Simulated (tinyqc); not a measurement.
Frequency dispersion of an accumulation capacitance by border traps, distributed model: capacitance and loss against frequency.

Traps spread evenly through the insulator exchange electrons with the semiconductor by tunnelling, with tau(x) = t0 exp(2 ka x) at depth x from the interface. The admittance per area Y seen at depth x obeys dY/dx = -Y^2/(i w eps0 eox) + q Nb ln(1 + i w tau)/tau, with Y(0) = i w Cs and w = 2 pi f; the gate sees Y(tox) = G + i w C. Working variable y = Y/(i w), in uF/cm^2. Cox = eps0 eox/tox.

Cox; trap-free value 1/(1/Cox + 1/Cs); response depth d = ln(1/(w t0))/(2 ka), where w tau = 1; lumped estimate: all traps within d act as C_bt = q Nb d placed at d/2, so C = 1/{1/[1/(1/Cs + d/(2 eps0 eox)) + C_bt] + (tox - d/2)/(eps0 eox)}. C and G from a fine integration; dispersion -d C/d log10 f over C, from f times and over 1.1. For a broad spread of time constants G/w is close to -(pi/2) dC/d ln w.

Inputs (values chosen for the exercise); permittivity close to that of aluminium oxide: relative permittivity of the insulator eox = 8.34; insulator thickness tox = 7.8 nm; semiconductor capacitance in accumulation Cs = 0.65 uF/cm^2; density of border traps Nb = 5.1e18 cm^-3 eV^-1; decay constant of the wave function in the insulator ka = 5.9 1/nm; time constant of a trap at the interface t0 = 4e-10 s.

Constants: q = 1.602176634e-19 C, eps0 = 8.8541878128e-14 F/cm where lengths are in cm. Results are converted to the units shown.

The same in every row: trap-free C (uF/cm^2) = 0.3854.

Capacitance and loss against frequency:
```
f (Hz)  d (nm)  C (uF/cm^2)  G/w (uF/cm^2)  dispersion (% a decade)  -(pi/2) dC/d ln w (uF/cm^2)  lumped C (uF/cm^2)
10       1.483       0.4335       0.004376                    1.479                     0.004375              0.4304
100      1.288       0.4272       0.004294                    1.474                     0.004294              0.4242
1000     1.093       0.4209       0.004217                    1.468                     0.004216              0.4181
10000   0.8976       0.4148       0.004143                    1.464                     0.004143              0.4121
1e5     0.7024       0.4088       0.004073                    1.460                     0.004073              0.4061
1e6     0.5073       0.4029       0.004004                    1.458                     0.004006              0.4002
1e7     0.3122       0.3970       0.003914                    1.456                     0.003943              0.3945
```

C falls from 0.4335 to 0.3970 uF/cm^2, towards the trap-free 0.3854; each decade of frequency removes ln 10/(2 ka) = 0.195 nm from the response depth. The dispersion falls from 1.48 to 1.46 % a decade and G/w falls from 0.00438 to 0.00391 uF/cm^2. G/w lies between 0.993 and 1.00 times -(pi/2) dC/d ln w, the relation for a broad spread of time constants.

Numbers from tinyqc (`OMP_NUM_THREADS=1 python tinyqc.py 2202129 2202130 out.jsonl`; about 0.5 s on one thread of a shared Intel Xeon 2.30GHz).
